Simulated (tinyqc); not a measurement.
# Ballistic Schottky-barrier transistor with a two-dimensional channel, WKB contacts: effect of the screening length

Source Fermi level 0, drain Fermi level -Vd. Far from the contacts Ec = pn - psi, and the gate moves psi one to one; the band edges relax as exp(-x/lam) from pn at the source and pn - Vd at the drain; Ev = Ec - Eg. A carrier of energy w inside the channel band meets at a contact a barrier of height D (the contact edge beyond the channel edge): T = 1 for w >= D, else exp(-S), S = 4 lam sqrt(m/C) [sqrt(D - w) - sqrt(w) arctan sqrt((D - w)/w)], C = hbar^2/(2 m0). The two contacts combine as Ts Td/(Ts + Td - Ts Td).

I/W = g (2 q^2/h) int T(w) [N(Es + w) - N(Ed + w)] dw with w the energy of motion along the channel, N(y) = (1/2 pi) sqrt(pi m kB T/C) Fm(-y/kB T), Fm(x) = (1/sqrt(pi)) int_0^infinity u^(-1/2)/(1 + exp(u - x)) du. Electrons: Ds = psi, Dd = psi - Vd, Es = Ec, Ed = Ec + Vd. Holes: Ds = -psi, Dd = Vd - psi, Es = -Ev, Ed = -Ev - Vd. The size of each current is taken; both flow from drain to source and add. The integrals are converged.

Inputs (values chosen for the exercise); channel values close to those of a tungsten diselenide layer:
```
symbol,value,unit,meaning
T,300,K,temperature
Eg,1.4,eV,band gap
pn,0.93,eV,barrier for electrons at both contacts
mp,0.4,m0,hole mass
g,2,,valleys or subbands
Vd,0.5,V,drain bias
ps,-0.44,V,band shift psi of the channel by the gate
```

Constants: q = 1.602176634e-19 C, kB = 1.380649e-23 J/K, hbar = 1.054571817e-34 J s, h = 6.62607015e-34 J s, m0 = 9.1093837015e-31 kg, Vt = kB T/q, hbar^2/(2 m0) = 0.0380998212 eV nm^2. Results are converted to the units shown.

Effect of the screening length:

| lam (nm) | current of the holes (uA/um) | share over the barriers (%) | \|d psi/d log10\| of this current (mV/decade) |
|---|---|---|---|
| 0.5 | 3478 | 2.153e-7 | 621.5 |
| 1.6 | 148.2 | 5.051e-6 | 374.1 |
| 2.6 | 15.62 | 4.792e-5 | 289.6 |
| 3.7 | 1.879 | 3.984e-4 | 245.4 |
| 4.8 | 0.3029 | 0.002471 | 227.0 |
| 5.9 | 0.06418 | 0.01167 | 226.0 |
| 6.9 | 0.01972 | 0.03797 | 237.5 |
| 8 | 0.006820 | 0.1098 | 261.9 |

The current falls from 3480 to 0.00682 uA/um, while the share over the barriers rises from 2.15e-7 to 0.110 %: the thermionic part does not depend on lam, and a thinner barrier adds tunnelling. The swing goes from 621 through a minimum of 226 (at lam = 5.9 nm among the rows listed) to 262 mV/decade.

Range of the model: No scattering, image-force lowering, channel charge or band-to-band tunnelling; parabolic kappa overstates S deep in the gap.

tinyqc, about 0.3 s, one thread, Intel Xeon 2.30GHz (shared host): `OMP_NUM_THREADS=1 python tinyqc.py 2390106 2390107 out.jsonl`
